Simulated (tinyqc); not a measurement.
## Gate work function from the charge

Question. For an undoped double gate, Q = 8 eps0 eps_r Vt beta tan(beta)/ts with 0 < beta < pi/2, and at the source (Vg - dphi)/(2 Vt) - ln[(2/ts) sqrt(2 eps0 eps_r Vt/(q ni))] = ln(beta) - ln(cos beta) + 2 r beta tan(beta), r = eps_r tox/(eox ts). Find beta and dphi.

Values chosen for this exercise; material values close to those of germanium:
```
symbol,value,unit,meaning
T,293,K,temperature
eps_r,15.9,,relative permittivity of the semiconductor
eox,7.25,,relative permittivity of the gate insulator
tox,4.2,nm,insulator thickness
ts,8,nm,body thickness
Vg,0.94,V,gate voltage
```

Constants: q = 1.602176634e-19 C, kB = 1.380649e-23 J/K, Vt = kB T/q, eps0 = 8.8541878128e-14 F/cm where lengths are in cm. Results are converted to the units shown.

Qs = 1240.0172 nC/cm^2
ni = 2.0529108e13 cm^-3

Answer. beta tan(beta) rises from 0 without bound on the interval, so the charge fixes beta; the second relation is then explicit in dphi. At this charge the surface density passes 0.3 Nc, so the classical Boltzmann model is only formal.

beta = 1.23
dphi = 0.170 V

Program tinyqc, `OMP_NUM_THREADS=1 python tinyqc.py 2440018 2440019 out.jsonl`; Intel Xeon 2.30GHz, shared host, one thread, about 0.01 s.
